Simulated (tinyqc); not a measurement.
From results back to parameters: optical gain and spontaneous emission in a bulk direct-gap semiconductor. Three cases, with inputs chosen for the exercise.

Problem. The gain spectrum crosses zero at E0 = Eg + Fc + Fv; n = p is hidden.

F_j(eta) = (1/Gamma(j + 1)) integral_0^infinity x^j dx/(1 + exp(x - eta)), which tends to exp(eta) for eta << 0.

Quasi-Fermi levels: n = Nc F_1/2(Fc/kT) and p = Nv F_1/2(Fv/kT), Fc counted up from the conduction edge and Fv down from the valence edge; Nc, Nv from N = 2 (m kB T/(4 pi c))^(3/2) with c = hbar^2/2m0, in 1/angstrom^3; times 1e24 for 1/cm^3, with me and (mhh^(3/2) + mlh^(3/2))^(2/3).

Constants: hbar^2/2m0 = 3.80998211 eV angstrom^2; kB = 8.617333262e-05 eV/K.

Case 1.

Values chosen (near those of InGaAs; shifted at random, so the results belong to these values and not to a real crystal): Eg = 0.758 eV (direct gap); me = 0.0401 m0 (electron mass); mhh = 0.451 m0 (heavy-hole mass); mlh = 0.0505 m0 (light-hole mass); T = 200 K.

E0 = 0.83032 eV

Case 2.

Values chosen (near those of InP; shifted at random, so the results belong to these values and not to a real crystal): Eg = 1.337 eV (direct gap); me = 0.0817 m0 (electron mass); mhh = 0.598 m0 (heavy-hole mass); mlh = 0.0924 m0 (light-hole mass); T = 300 K.

E0 = 1.36848 eV

Case 3.

Values chosen (near those of GaAs; shifted at random, so the results belong to these values and not to a real crystal): Eg = 1.382 eV (direct gap); me = 0.0671 m0 (electron mass); mhh = 0.497 m0 (heavy-hole mass); mlh = 0.085 m0 (light-hole mass); T = 300 K.

E0 = 1.44803 eV

Find: Fc; Fv; n.

Solution. Fc + Fv rises steadily with n, so one n gives E0 - Eg; solve by bisection on ln n.

Case 1.

Fc = 0.094 eV
Fv = -0.022 eV
n = 1.1e+18 1/cm^3

Case 2.

Fc = 0.072 eV
Fv = -0.040 eV
n = 2.4e+18 1/cm^3

Case 3.

Fc = 0.097 eV
Fv = -0.031 eV
n = 2.6e+18 1/cm^3

Computed by tinyqc, one run a case: `OMP_NUM_THREADS=1 python tinyqc.py N N+1 out.jsonl` with N = 1651220, 1651260, 1651269; one thread of a shared Intel(R) Xeon(R) Processor @ 2.30GHz, about 0.1 s a run at most.
